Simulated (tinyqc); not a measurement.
# Six-transistor SRAM cell, nodal equations and margins: effect of the n-channel threshold

Two cross-coupled inverters (pull-down bn, pull-up bp) hold the nodes Q and QB; access transistors (ba, threshold VTn, gate on the word line at Vdd when selected) join them to the bit lines. Transistor (EKV form, voltages against the body): I = 2 n b Vt^2 [F(vp - Vs) - F(vp - Vd)] from drain to source, F(v) = ln^2(1 + exp(v/(2 Vt))), vp = (Vg - VT + sg |Vd - Vs|)/n. n-channel bodies are at 0; for the p-channel device all voltages are counted down from Vdd. b in uA/V^2 gives I in uA. For an access transistor the bit line is the drain and the node the source. In a read both bit lines are at Vdd. The cell is symmetric (no mismatch).

f(x) is the node voltage of one half-cell for input x: In = Ip in hold, In = Ip + Ia in a read. Static noise margin: side of the largest square between the curve (x, f(x)) and its mirror image (f(y), y); with h(c) the root x of f(x) - x = c, it is the maximum over c > 0 of h(c) - h(-c) + c. Q is the low node in a read and Iread the current of its access transistor. The write trip is the voltage to which the bit line of the high node must fall (the other staying at Vdd) for that state to vanish; higher is easier, and a negative value means that a grounded bit line does not write.

Parameters, values chosen for the exercise: temperature T = 273 K; supply voltage Vdd = 0.9 V; slope factor n = 1.32; drain-induced barrier lowering sg = 0.115; p-channel threshold (magnitude) VTp = 0.41 V; gain factor of the pull-down transistor bn = 330 uA/V^2; gain factor of the access transistor ba = 330 uA/V^2; gain factor of the pull-up transistor bp = 130 uA/V^2.

Constants: q = 1.602176634e-19 C, kB = 1.380649e-23 J/K, Vt = kB T/q. Results are converted to the units shown.

Effect of the n-channel threshold:
```
VTn (V)  hold margin (mV)  read margin (mV)  Q in a read (mV)  Iread (uA)  write trip (mV)
0.2                 253.8             34.24             190.4       35.15            459.5
0.26                282.7             72.44             172.9       30.67            387.5
0.32                309.5             108.3             159.4       25.86            334.7
0.38                332.6             140.8             146.9       21.30            288.7
0.44                349.0             169.0             134.7       17.15            245.0
0.5                 353.6             193.6             122.7       13.43            202.3
```

As VTn goes from 0.2 to 0.5 V, the read margin rises from 34.2 to 194 mV, the write trip falls from 460 to 202 mV and Iread falls from 35.2 to 13.4 uA. The read margin is 0.13 of the hold margin in the first row and 0.55 in the last. Read stability and write ability pull in opposite directions. For VTn = 0.2 to 0.26 V the read margin is under 100 mV, which threshold mismatch, left out here, can use up in a large array.

Numbers from tinyqc (`OMP_NUM_THREADS=1 python tinyqc.py 2340126 2340127 out.jsonl`; about 0.2 s on one thread of a shared Intel Xeon 2.30GHz).
